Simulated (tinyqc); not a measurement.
Deformation-potential model of the L valleys of a conduction band: sweeps and comparisons. A value that a table varies takes the place of the one given here.

Valleys with axes along [111], [1-1-1], [-11-1] and [-1-11], one whole valley each. Herring-Vogt shift of a valley with unit axis a: dE = Xd tr(e) + Xu a.e.a. Non-degenerate shares n_i = exp(-dE_i/kT)/sum_j exp(-dE_j/kT). Inverse mass tensor of a valley: (1 - a a)/mt + a a/ml; the masses are taken as independent of strain.

s11 = (C11 + C12)/((C11 - C12)(C11 + 2 C12)), s12 = -C12/((C11 - C12)(C11 + 2 C12)), s44 = 1/C44; exx = s11 sxx + s12 (syy + szz) and cyclic, exy = s44 sxy/2; tension is positive. A uniaxial stress X along the unit vector n is s_ij = X n_i n_j.

Constants: kB = 8.617333262e-05 eV/K.

Values chosen for the exercise (near those of Ge; the results hold for these values, not for the real material):
- ml = 1.553 m0 (longitudinal mass)
- mt = 0.08 m0 (transverse mass)
- Xd = -6.1 eV (dilation potential)
- Xu = 16.7 eV (uniaxial potential)
- C11 = 130 GPa
- C12 = 47 GPa
- C44 = 67.8 GPa
- load = uniaxial [111] (kind of stress)
- T = 400 K (temperature)
- X1 = 0.4 GPa (size of the stress)
- X = -0.46 GPa (stress)

## Sweep of a uniaxial [111] stress

m_c = 1/(u.M.u) along [111] with M = sum_i n_i (inverse mass tensor); gain against zero stress at a fixed scattering time.

Results:
```
X (GPa)  spread (meV)  lowest edge (meV)  n [111]  n [1-1-1]  n [-11-1]  n [-1-11]  m_c (m0)  gain (%)
-1.50           164.2             -119.6    0.975      0.008      0.008      0.008    1.1026     -89.4
-0.75            82.1              -59.8    0.783      0.072      0.072      0.072    0.3412     -65.7
-0.30            32.8              -23.9    0.464      0.179      0.179      0.179    0.1588     -26.3
0.00              0.0                0.0    0.250      0.250      0.250      0.250    0.1170       0.0
0.30             32.8               -8.9    0.114      0.295      0.295      0.295    0.1002      16.8
0.75             82.1              -22.3    0.030      0.323      0.323      0.323    0.0920      27.1
1.50            164.2              -44.6    0.003      0.332      0.332      0.332    0.0897      30.5
```

Along [111] the gain is -89.4 % at -1.50 GPa and +30.5 % at 1.50 GPa. The slope at zero stress (from +/- 0.001 GPa), +73.4 % per GPa, carried to the ends would give -110 and +110 %; the response falls behind at both ends, as it saturates once the spread passes a few kT (kT = 34.5 meV, spread up to 164 meV).

## Gain for each load and current direction

Each load has the size X1. Gain m_c(0)/m_c - 1 in per cent from repopulation alone, m_c = 1/(u.M.u), M = sum_i n_i (inverse mass tensor); biaxial means sxx = syy.

Gain (%); + is tension, - compression:
```
load                [100]  [010]  [001]  [110]  [1-10]  [111]
uniaxial [110] (+)    0.0    0.0    0.0   20.5   -20.5   13.7
uniaxial [110] (-)    0.0    0.0    0.0  -20.5    20.5  -13.7
uniaxial [100] (+)    0.0    0.0    0.0    0.0     0.0    0.0
uniaxial [100] (-)    0.0    0.0    0.0    0.0     0.0    0.0
uniaxial [111] (+)    0.0    0.0    0.0   10.1   -10.1   20.3
uniaxial [111] (-)    0.0    0.0    0.0  -18.1    18.1  -36.1
biaxial (001) (+)     0.0    0.0    0.0    0.0     0.0    0.0
biaxial (001) (-)     0.0    0.0    0.0    0.0     0.0    0.0
```

The largest gain is +20.5 %, for uniaxial [110] (+) with the current along [110] and uniaxial [110] (-) with the current along [1-10]; for a [110] channel it is +20.5 %, under uniaxial [110] (+). No gain or loss appears under biaxial (001) and uniaxial [100]: the valleys stay equivalent.

## Temperature and repopulation

The load is fixed; m_c along [111] as 1/(u.M.u).

Results:
```
T (K)  kT (meV)  n [111]  n [1-1-1]  n [-11-1]  n [-1-11]  m_c (m0)
50         4.31    1.000      0.000      0.000      0.000    1.5524
77         6.64    0.998      0.001      0.001      0.001    1.5154
150       12.93    0.943      0.019      0.019      0.019    0.8002
225       19.39    0.817      0.061      0.061      0.061    0.3893
300       25.85    0.700      0.100      0.100      0.100    0.2631
400       34.47    0.590      0.137      0.137      0.137    0.2012
500       43.09    0.518      0.161      0.161      0.161    0.1746
```

The largest share falls from 1.000 at 50 K to 0.518 at 500 K (equal shares: 0.250); m_c goes from 1.5524 to 0.1746, against 0.1170 without stress. Only spread/kT enters, so the small-stress response goes as 1/T.

## What each parameter does

Spread of the valley edges, lowest edge, largest share and m_c along [111]. Each row changes one parameter from the base and keeps the others.

Results:
```
case             spread (meV)  lowest edge (meV)  largest share  m_c (m0)
base                    50.36             -36.67         0.5896    0.2012
ml = 1.864 m0           50.36             -36.67         0.5896    0.2040
mt = 0.096 m0           50.36             -36.67         0.5896    0.2376
Xd = -7.32 eV           50.36             -34.17         0.5896    0.2012
Xu = 20.04 eV           60.43             -46.51         0.6580    0.2354
C11 = 156 GPa           50.36             -36.79         0.5896    0.2012
C12 = 37.6 GPa          50.36             -36.57         0.5896    0.2012
C44 = 54.24 GPa         62.95             -46.11         0.6743    0.2453
X = -0.552 GPa          60.43             -44.01         0.6580    0.2354
T = 480 K               50.36             -36.67         0.5297    0.1786
```

The largest shifts from the base row, up to three for each result and ties (the steps differ in size, so this ranks the rows, not the parameters). spread (meV): C44 +12.59, X +10.07, Xu +10.07; unchanged at the printed digits by ml, mt, Xd, C11, C12 and T. lowest edge (meV): Xu -9.84, C44 -9.44, X -7.33; unchanged at the printed digits by ml, mt and T. largest share: C44 +0.0847, Xu +0.0684, X +0.0684; unchanged at the printed digits by ml, mt, Xd, C11 and C12. m_c (m0): C44 +0.0440, mt +0.0363, Xu +0.0342, X +0.0342; unchanged at the printed digits by Xd, C11 and C12. Xd moves all valleys together, so it shifts the edge and nothing else.

Run: tinyqc, `OMP_NUM_THREADS=1 python tinyqc.py 1050890 1050891 out.jsonl`; Intel(R) Xeon(R) Processor @ 2.30GHz, one thread, shared host; about 0.05 s of CPU time with all checks.
